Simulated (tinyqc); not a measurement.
Trapped share and trap depth from dynamic on-resistance.

Inverse problem. Traps remove the share ft of the electrons in the drain access (length Ld, sheet resistance Rsh before stress), so Ron grows by Rsh Ld ft/(1 - ft). The recovery time goes as T^(-2) exp(q Ea/(kB T)). Find ft and Ea.

Parameters, values chosen for the exercise: drain access length Ld = 16 um.

Constants: q = 1.602176634e-19 C, kB = 1.380649e-23 J/K. Results are converted to the units shown.

Ron before and just after an off-state stress (ohm mm): [10.523846, 11.966490]
Rsh = 553.87216 ohm
recovery times at 300 and 390 K (s): [0.0054, 5.1670813e-6]

Answer. The rise of Ron over Rsh Ld is ft/(1 - ft); ln(t T^2) is linear in 1/T.

ft = 0.140
Ea = 0.720 eV

Computed by the program tinyqc: `OMP_NUM_THREADS=1 python tinyqc.py 2570113 2570114 out.jsonl`, one thread of a shared Intel Xeon 2.30GHz, about 0.01 s for the whole run.
